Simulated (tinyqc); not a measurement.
Layer against dose: implant damage, amorphisation by cascade overlap, and solid-phase epitaxial regrowth. Computed by tinyqc, a small Python program. Command: `OMP_NUM_THREADS=1 python tinyqc.py 3112004 3112005 out.jsonl sper walk`. One thread of a shared host (Intel(R) Xeon(R) Processor @ 2.30GHz), about 0.01 s of CPU time with the checks.

Range and width of the damage are inputs. Dynamic annealing enters only through the surviving share f.

Inputs (values chosen for the exercise, modelled on germanium ions in germanium): atomic density N = 44.2 1/nm^3; ion Z1 = 32; ion mass M1 = 72.6 u; target Z2 = 32; target mass M2 = 72.63 u; ion energy E = 23 keV; displacement energy E_d = 13 eV; depth of the damage peak R_d = 10 nm; width of the damage profile s_d = 6.8 nm; share of defects that survive f = 0.3; critical displaced share x_c = 0.17; dose Q = 9.3e+14 1/cm^2.

Constants: a_0 = 0.529177210903 angstrom; e^2/(4 pi eps_0) = 14.39964548 eV angstrom.

Method. Robinson partition: eps = E a M2/(Z1 Z2 (e^2/(4 pi eps_0)) (M1 + M2)), a = 0.8853 a_0/sqrt(Z1^(2/3) + Z2^(2/3)); k = 0.0793 Z1^(2/3) Z2^(1/2) (M1 + M2)^(3/2)/((Z1^(2/3) + Z2^(2/3))^(3/4) M1^(3/2) M2^(1/2)); damage energy T_d = E/(1 + k (eps + 0.40244 eps^(3/4) + 3.4008 eps^(1/6))); displacements nu = 0.8 T_d/(2 E_d). Displaced share x(z) = f nu Q exp(-(z - R_d)^2/(2 s_d^2))/(sqrt(2 pi) s_d N); the layer is amorphous where x > x_c, between R_d -/+ s_d sqrt(2 ln(x_max/x_c)), the upper edge being cut at the surface. Threshold dose Q_c = Q x_c/x_max.

threshold dose Q_c = 8.29939e+13 1/cm^2

displacements per ion nu = 514.402

Dose series; the last column is f nu Q erfc((z2 - R_d)/(sqrt2 s_d))/2:
```
Q (1/cm^2)   x_max  upper edge (nm)  lower edge (nm)  displaced atoms beyond z2 (1/cm^2)
9.13e+13    0.1870           7.0300           12.970                          4.6656e+15
1.24e+14    0.2540           3.9064           16.094                          3.5419e+15
2.07e+14    0.4240           0.8064           19.194                          2.8171e+15
3.32e+14    0.6800           0.0000           21.323                          2.4562e+15
5.81e+14    1.1901           0.0000           23.415                          2.1750e+15
9.96e+14    2.0401           0.0000           25.160                          1.9821e+15
2.07e+15    4.2401           0.0000           27.247                          1.7891e+15
4.15e+15    8.5006           0.0000           29.021                          1.6508e+15
```

A dose 45 times larger moves the lower edge from 13.0 to 29.0 nm, as the root of a logarithm, and the damage beyond it falls by a factor 2.8, since the edge lies on an ever steeper tail. The layer reaches the surface at Q_c exp(R_d^2/(2 s_d^2)) = 2.45e14 per cm^2.
